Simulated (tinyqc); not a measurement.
# Space-charge-limited current with shallow traps: from ohmic to space-charge-limited current

One carrier type, drift only, an injecting contact at x = 0 (zero field) and thickness L. The share th = y/(1 + y), y = (Nc/Nt) exp(-Et/kB T), of the injected charge is free: J = q mu n F, eps0 eps_r dF/dx = q (n - n0)/th.

Ohmic J = q n0 mu V/L; Mott-Gurney J = (9/8) th eps0 eps_r mu V^2/L^3; they cross at Vx = 8 q n0 L^2/(9 th eps0 eps_r); traps fill at V_TFL = q Nt L^2/(2 eps0 eps_r). Exact: with u = n0/n(L), w = -u - ln(1 - u) and v = -u - u^2/2 - ln(1 - u), V = (q n0 L^2/(th eps0 eps_r)) v/w^2 and J = q^2 n0^2 mu L/(th eps0 eps_r w).

Values chosen for this exercise:
```
symbol,value,unit,meaning
T,350,K,temperature
eps_r,3.2,,relative permittivity
mu,0.0039,cm^2/(V s),mobility
L,500,nm,thickness
Nc,2.6e20,cm^-3,band density of states
Nt,1.3e17,cm^-3,trap density
Et,0.47,eV,trap depth
n0,2.9e11,cm^-3,free carrier density in equilibrium
```

Constants: q = 1.602176634e-19 C, kB = 1.380649e-23 J/K, Vt = kB T/q, eps0 = 8.8541878128e-14 F/cm where lengths are in cm. Results are converted to the units shown.

Results:
```
V (V)	J (A/cm^2)	ohmic (A/cm^2)	Mott-Gurney (A/cm^2)	d ln J/d ln V
0.11	4.188e-7	3.987e-7	4.107e-8	1.053
0.51	2.448e-6	1.848e-6	8.829e-7	1.310
1.1	7.311e-6	3.987e-6	4.107e-6	1.537
2.5	2.825e-5	9.060e-6	2.122e-5	1.743
5.5	1.179e-4	1.993e-5	1.027e-4	1.869
12	5.217e-4	4.349e-5	4.888e-4	1.937
27	0.002548	9.785e-5	0.002475	1.971
59	0.01198	2.138e-4	0.01182	1.987
```

Estimate the missing row, V = 0.23 V.

Computed row:
```
V (V)	J (A/cm^2)	ohmic (A/cm^2)	Mott-Gurney (A/cm^2)	d ln J/d ln V
0.23	9.328e-7	8.335e-7	1.796e-7	1.130
```

With this row back in the table: The local exponent rises from 1.05 to 1.99, passing from ohmic towards the square law around Vx = 1.07 V. In the last row J is 1.4 % above the Mott-Gurney value. For V = 59 the voltage exceeds half of V_TFL = 91.9 V, near which the traps fill and the current rises steeply beyond this model. For V = 0.11, 0.23, 0.51, 1.1, 2.5 the voltage is under 100 kB T/q, where diffusion would add more than a third of the Mott-Gurney current.

Range of the model: Diffusion and a field-dependent mobility are left out. With injecting contacts the diffusion current, about 4 pi^2 Vt th eps0 eps_r mu V/L^3, equals the Mott-Gurney current at V = 35 kB T/q (0.9 V at 300 K), so the drift-only result needs V well above that.

tinyqc, about 0.01 s, one thread, Intel Xeon 2.30GHz (shared host): `OMP_NUM_THREADS=1 python tinyqc.py 2370131 2370132 out.jsonl`
